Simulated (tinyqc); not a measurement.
Speciation in dilute and buffered hydrofluoric acid, oxide etch rate and bath loading: one step, computed by the program tinyqc.

Concentrations stand for activities, NH4+ and Cl- are spectators, and water ionisation is neglected. H, F and HF2 denote the ions H+, F- and HF2-. The base temperature is 298 K.

Problem. Etch rate. Rate = k_a ([HF] + 2 [H2F2]) + k_b [HF2], an empirical two-term form. Time = oxide/rate; a temperature error changes the rate by exp((E_a/k_B)(1/298 - 1/(298 + error))) - 1.

Inputs (values chosen for the exercise, of the order of those for thermal oxide at room temperature):
```
quantity                         value            unit
rate constant of neutral HF k_a     18  nm L/(min mol)
rate constant of HF2 k_b            70  nm L/(min mol)
activation energy                 0.42              eV
temperature error                  2.9               K
oxide removed per wafer              1              nm
```

[HF] = 0.08869091 mol/L

[H2F2] = 0 mol/L

[HF2] = 0.002291040 mol/L

Constants: k_B = 8.617333262e-05 eV/K.

Give: etch rate; share of HF2 in the rate; etch time; rate change from the temperature error.

Solution.

etch rate = 1.757 nm/min

share of HF2 in the rate = 9.129 %

etch time = 34.15 s

rate change from the temperature error = 17.07 %
